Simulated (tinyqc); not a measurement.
From results back to parameters: two-level Kane dispersion of a narrow-gap semiconductor. Four cases, with inputs chosen for the exercise.

Problem. In the two-level Kane model E = Eg/2 + sqrt(Eg^2/4 + (2/3) Ep c k^2), c = hbar^2/2m0, and the momentum mass is m(k) = (3/(2 Ep)) sqrt(Eg^2 + (8/3) Ep c k^2). It is given at the Fermi wave vectors kF = (3 pi^2 n)^(1/3) of two densities (1 cm^-3 = 1e-24 angstrom^-3).

Constants: hbar^2/2m0 = 3.80998211 eV angstrom^2.

Find: kF^2; Ep; edge mass; |Eg|.

Case 1.

Values chosen (out of a larger set: near those of HgTe; not measured data): n12 = (4.4e+15, 7e+17) cm^-3 (two densities).

masses at the two densities (m0): 0.02436665  0.03859394

Solution.

kF^2 (1/angstrom^2): 2.5699e-05  0.00075453

Ep = 18.6 eV
edge mass = 0.02371 m0
|Eg| = 0.294 eV

m^2 = m0*^2 + (6 c/Ep) kF^2 is a straight line in kF^2: the slope gives Ep, the intercept the edge mass, and |Eg| = (2/3) Ep m0*. The sign of Eg does not enter. For Eg < 0 the edge mass does not depend on Dso, which enters only as EF nears it.

Case 2.

Values chosen (out of a larger set: near those of grey Sn; not measured data): n12 = (1.5e+15, 8.9e+17) cm^-3 (two densities).

masses at the two densities (m0): 0.02744301  0.04074602

Solution.

kF^2 (1/angstrom^2): 1.2541e-05  0.00088554

Ep = 22.0 eV
edge mass = 0.02720 m0
|Eg| = 0.399 eV

m^2 = m0*^2 + (6 c/Ep) kF^2 is a straight line in kF^2: the slope gives Ep, the intercept the edge mass, and |Eg| = (2/3) Ep m0*. The sign of Eg does not enter. For Eg < 0 the edge mass does not depend on Dso, which enters only as EF nears it.

Case 3.

Values chosen (out of a larger set: near those of InSb; not measured data): n12 = (1.5e+16, 4.3e+17) cm^-3 (two densities).

masses at the two densities (m0): 0.01677456  0.02744353

Solution.

kF^2 (1/angstrom^2): 5.8211e-05  0.00054525

Ep = 23.6 eV
edge mass = 0.01500 m0
|Eg| = 0.236 eV

m^2 = m0*^2 + (6 c/Ep) kF^2 is a straight line in kF^2: the slope gives Ep, the intercept the edge mass, and |Eg| = (2/3) Ep m0*. The sign of Eg does not enter. The two-level form takes Dso as infinite, which overstates the mass where Dso is not large against Eg.

Case 4.

Values chosen (out of a larger set: near those of grey Sn; not measured data): n12 = (2.7e+15, 2.5e+18) cm^-3 (two densities).

masses at the two densities (m0): 0.02735851  0.05012926

Solution.

kF^2 (1/angstrom^2): 1.8558e-05  0.0017630

Ep = 22.6 eV
edge mass = 0.02701 m0
|Eg| = 0.407 eV

m^2 = m0*^2 + (6 c/Ep) kF^2 is a straight line in kF^2: the slope gives Ep, the intercept the edge mass, and |Eg| = (2/3) Ep m0*. The sign of Eg does not enter. For Eg < 0 the edge mass does not depend on Dso, which enters only as EF nears it.

Computed by tinyqc, one run a case: `OMP_NUM_THREADS=1 python tinyqc.py N N+1 out.jsonl` with N = 1081207, 1081212, 1081219, 1081229; one thread of a shared Intel(R) Xeon(R) Processor @ 2.30GHz, about 0.01 s a run at most.
